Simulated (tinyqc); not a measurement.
# Collinear exchange A + BC -> AB + C on a London-Eyring-Polanyi-Sato surface: saddle, string of images and rate, step by step

A worked calculation. Computed by tinyqc, a small Python program that keeps every step. Command: `OMP_NUM_THREADS=1 python tinyqc.py 3113732 3113733 out.jsonl leps walk`. One thread of a shared host (Intel(R) Xeon(R) Processor @ 2.30GHz), about 0.04 s of CPU time with the checks. Intermediate numbers are printed to about 5 digits and carried at full precision; extremes and crossings named in words are read from the listed rows.

x = r(AB), y = r(BC), r(AC) = x + y. V is counted from separated atoms, the barrier from A + BC, that is V + D(BC).

Inputs (values chosen for the exercise, for a model exchange):
```
quantity            value           unit
D(AB)                4.37             eV
r0(AB)              0.973       angstrom
beta(AB)             1.71     1/angstrom
D(BC)                3.73             eV
r0(BC)              0.952       angstrom
beta(BC)             1.55     1/angstrom
D(AC)                2.96             eV
r0(AC)               1.11       angstrom
beta(AC)              1.5     1/angstrom
Sato parameter S     0.15              -
mass of A              35              u
mass of B           2.014              u
mass of C           1.008              u
temperature T        1200              K
step of the string   0.02  angstrom^2/eV
```

Constants: nu for 1 eV/(angstrom^2 u) = 15.6333042 THz; h x 1 THz = 4.135667696 meV; k_B = 1.380649e-23 J/K; u = 1.6605390666e-27 kg; k_B = 8.617333262e-05 eV/K.

## One point of the surface

For each pair, with u = exp(-beta (r - r0)): Q = D [(3 + S) u^2 - (2 + 6 S) u]/(4 (1 + S)), J = D [(1 + 3 S) u^2 - (6 + 2 S) u]/(4 (1 + S)); V = Q1 + Q2 + Q3 - sqrt(((J1 - J2)^2 + (J2 - J3)^2 + (J3 - J1)^2)/2). Take x = r0(AB) + 0.3 and y = r0(BC) + 0.1 angstrom.

Pair terms:
```
pair        u    Q (eV)   J (eV)
AB    0.59870  -0.57678  -3.0895
BC    0.85642  -0.14048  -3.5126
AC    0.16162  -0.24865  -0.6308
```

V = -3.6612 eV

## Relaxing the string

String of 9 images between the fixed ends (r0(AB) + 2, r0(BC)) and (r0(AB), r0(BC) + 2), started on the two straight legs through (r0(AB) + 0.3, r0(BC) + 0.3): each iteration moves the inner images by -step x gradient (central differences) and spaces them evenly again along the broken line (coordinates are kept between 0.2 and 8 angstrom); stop when no coordinate changes by more than 1e-5 angstrom, at most 400 iterations.

Course:
```
iteration  highest inner image above A + BC (eV)  largest move (angstrom)
1                                        0.24658               4.9307e-02
2                                        0.20280               4.1584e-02
3                                        0.17085               3.2357e-02
4                                        0.14858               2.3503e-02
5                                        0.13364               1.6602e-02
6                                        0.12394               1.3399e-02
7                                        0.11784               1.0646e-02
...                                          ...                      ...
32                                       0.10898               3.1044e-05
33                                       0.10898               2.4765e-05
34                                       0.10898               1.9751e-05
35                                       0.10898               1.5748e-05
36                                       0.10898               1.2554e-05
37                                       0.10898               1.0006e-05
38                                       0.10898               7.9739e-06
```

Images at the end:
```
image  x (angstrom)  y (angstrom)  V + D(BC) (eV)
0            2.9730        0.9520         0.01113
1            2.5192        0.9538         0.02515
2            2.0655        0.9603         0.05693
3            1.6132        0.9964         0.10898
4            1.2024        1.1892        -0.04733
5            1.0039        1.5921        -0.43311
6            0.9783        2.0444        -0.56374
7            0.9743        2.4982        -0.60925
8            0.9730        2.9520        -0.62657
```

last move = 7.9739e-06 angstrom

Converged in 38 iterations.

## Saddle by Newton steps

From the highest inner image, z -> z - H^-1 g with gradient g and Hessian H by central differences, steps capped at 0.15 angstrom, 12 steps.

The first seven points:
```
step       x       y  V + D(BC) (eV)  |g| (eV/angstrom)
0     1.6132  0.9964         0.10898         8.4966e-02
1     1.4801  1.0170         0.11232         1.1017e-01
2     1.5199  1.0134         0.11318         9.5478e-03
3     1.5228  1.0134         0.11318         4.0338e-05
4     1.5228  1.0134         0.11318                  0
5     1.5228  1.0134         0.11318                  0
6     1.5228  1.0134         0.11318                  0
```

saddle (x, y) (angstrom): 1.5228  1.0134

barrier = 0.11318 eV

Hessian (eV/angstrom^2):
```
        x       y
x  -0.437   3.248
y   3.248  11.958
```

The highest image lies 4.2 meV below the saddle. Stretches at the saddle: AB 0.550, BC 0.061 angstrom, for a reaction energy D(BC) - D(AB) = -0.64 eV: an early barrier for an exothermic step.

## Frequencies at the saddle

Wilson matrix G = [[1/m_A + 1/m_B, -1/m_B], [-1/m_B, 1/m_B + 1/m_C]]; eigenvalues lambda of G H give nu = 15.6333042 THz x sqrt(|lambda|), the negative one being imaginary. Reactant: nu_BC from k = 2 D beta^2 and 1/m_B + 1/m_C. Skew angle: cos = sqrt(m_A m_C/((m_A + m_B)(m_B + m_C))).

imaginary frequency = 11.763 THz

real frequency at the saddle = 60.369 THz

nu_BC = 80.749 THz

skew angle = 55.833 degrees

## Transition-state rate

One-dimensional rate constant without tunnelling, k = sqrt(k_B T/(2 pi mu)) [sinh(h nu_BC/(2 k_B T))/sinh(h nu_s/(2 k_B T))] exp(-barrier/(k_B T)) with mu = m_A (m_B + m_C)/(m_A + m_B + m_C); Wigner factor 1 + (h nu_i/(k_B T))^2/24; adiabatic barrier = barrier + h (nu_s - nu_BC)/2.

adiabatic barrier = 0.071041 eV

rate constant k = 40090 cm/s

Wigner factor = 1.0092

Caution: the adiabatic barrier is below k_B T, so the saddle is a poor dividing surface.

## Rate against temperature

The formulas are those given above.

Rates; the last column is k_B T^2 d ln k/dT:
```
T (K)  k (cm/s)  Wigner factor  activation energy (eV)
300        2420         1.1475                 0.08398
400        5558         1.0830                 0.08843
550       11475         1.0439                 0.09574
750       20210         1.0236                 0.10680
1000      31346         1.0133                 0.12163
1400      48579         1.0068                 0.14507
2000      72259         1.0033                 0.17767
```

The activation energy goes from 0.084 eV at 300 K, near the adiabatic barrier plus k_B T/2 (0.084), to 0.178 eV at 2000 K; the classical limit is the barrier plus k_B T/2 (0.199).

Checks made by the program: V for A far away against -D(BC) (relative difference below 1e-10).
